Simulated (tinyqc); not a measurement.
From results back to parameters: five-level k.p model folded onto the conduction band. Three cases, with inputs chosen for the exercise.

Problem. The levels are known; the mass and the g factor at E = Eg are given. Find Ep and Ep2.

Second-order sums for the lowest conduction level at E: 1/m = 1 + Cm + (Ep/3)(2/E + 1/(E + Dso)) - (Ep2/3)(2/(E7 + D2 - E) + 1/(E7 - E)); g/2 = 1 + Cg - (Ep/3)(1/E - 1/(E + Dso)) - (Ep2/3)(1/(E7 - E) - 1/(E7 + D2 - E)). E is counted from the top of the valence band; E = Eg at the edge.

Find: coefficients of (Ep, Ep2); right-hand sides 1/m - 1 - Cm and 1 + Cg - g/2; Ep, Ep2.

Method. Both sums are linear in Ep and Ep2, so two equations fix them.

Case 1.

Values chosen (near those of CdTe; shifted at random, so the results belong to these values and not to a real crystal): Eg = 1.628 eV (gap at Gamma to the s-like level); Dso = 0.916 eV (spin-orbit splitting); E7 = 5.26 eV (upper Gamma7 conduction level, from the valence top); D2 = 0.3 eV (its spin-orbit splitting, Gamma8 above Gamma7); Cm = -0.6 (remote term in 1/m); Cg = 0 (remote term in g/2).

m = 0.10037482 m0
g = -0.821739

Solution.

coefficients of (Ep, Ep2) (1/eV):
```
         1         2
1  0.54053  -0.26133
2  0.07372   0.00700
```

right-hand sides 1/m - 1 - Cm and 1 + Cg - g/2: 9.5627  1.4109

Ep, Ep2 (eV): 18.90  2.50

Case 2.

Values chosen (near those of GaAs; shifted at random, so the results belong to these values and not to a real crystal): Eg = 1.509 eV (gap at Gamma to the s-like level); Dso = 0.34 eV (spin-orbit splitting); E7 = 4.48 eV (upper Gamma7 conduction level, from the valence top); D2 = 0.17 eV (its spin-orbit splitting, Gamma8 above Gamma7); Cm = -1.7 (remote term in 1/m); Cg = 0 (remote term in g/2).

m = 0.06713563 m0
g = -0.112954

Solution.

coefficients of (Ep, Ep2) (1/eV):
```
         1         2
1  0.62207  -0.32444
2  0.04062   0.00607
```

right-hand sides 1/m - 1 - Cm and 1 + Cg - g/2: 15.5952  1.0565

Ep, Ep2 (eV): 25.80  1.40

Case 3.

Values chosen (near those of InP; shifted at random, so the results belong to these values and not to a real crystal): Eg = 1.388 eV (gap at Gamma to the s-like level); Dso = 0.108 eV (spin-orbit splitting); E7 = 4.67 eV (upper Gamma7 conduction level, from the valence top); D2 = 0.07 eV (its spin-orbit splitting, Gamma8 above Gamma7); Cm = -1.6 (remote term in 1/m); Cg = -0.02 (remote term in g/2).

m = 0.07835097 m0
g = 1.220952

Solution.

coefficients of (Ep, Ep2) (1/eV):
```
         1         2
1  0.70312  -0.30045
2  0.01734   0.00212
```

right-hand sides 1/m - 1 - Cm and 1 + Cg - g/2: 13.3631  0.3695

Ep, Ep2 (eV): 20.80  4.20

Computed by tinyqc, one run a case: `OMP_NUM_THREADS=1 python tinyqc.py N N+1 out.jsonl` with N = 1050407, 1050420, 1050428; one thread of a shared Intel(R) Xeon(R) Processor @ 2.30GHz, about 0.01 s a run at most.
